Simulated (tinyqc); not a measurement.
Space-charge-limited current with shallow traps: one step of the calculation.

One carrier type, drift only, an injecting contact at x = 0 (zero field) and thickness L. The share th = y/(1 + y), y = (Nc/Nt) exp(-Et/kB T), of the injected charge is free: J = q mu n F, eps0 eps_r dF/dx = q (n - n0)/th.

Problem. Limits and characteristic voltages. Ohmic J = q n0 mu V/L; Mott-Gurney J = (9/8) th eps0 eps_r mu V^2/L^3; they cross at Vx = 8 q n0 L^2/(9 th eps0 eps_r); traps fill at V_TFL = q Nt L^2/(2 eps0 eps_r).

Parameters, values chosen for the exercise: temperature T = 300 K; relative permittivity eps_r = 11.1; mobility mu = 6 cm^2/(V s); thickness L = 600 nm; band density of states Nc = 2e20 cm^-3; trap density Nt = 1.4e17 cm^-3; trap depth Et = 0.47 eV; free carrier density in equilibrium n0 = 9.9e9 cm^-3; voltage V = 7.4 V.

Constants: q = 1.602176634e-19 C, kB = 1.380649e-23 J/K, Vt = kB T/q, eps0 = 8.8541878128e-14 F/cm where lengths are in cm. Results are converted to the units shown.

Give: th; ohmic J; Mott-Gurney J; Vx; V_TFL.

Solution.

th = 1.817e-5
ohmic J = 0.001174 A/cm^2
Mott-Gurney J = 0.03055 A/cm^2
Vx = 0.2843 V
V_TFL = 41.08 V

Range of the model: Diffusion and a field-dependent mobility are left out. With injecting contacts the diffusion current, about 4 pi^2 Vt th eps0 eps_r mu V/L^3, equals the Mott-Gurney current at V = 35 kB T/q (0.9 V at 300 K), so the drift-only result needs V well above that.

Computed by the program tinyqc: `OMP_NUM_THREADS=1 python tinyqc.py 2370156 2370157 out.jsonl`, one thread of a shared Intel Xeon 2.30GHz, about 0.01 s for the whole run.
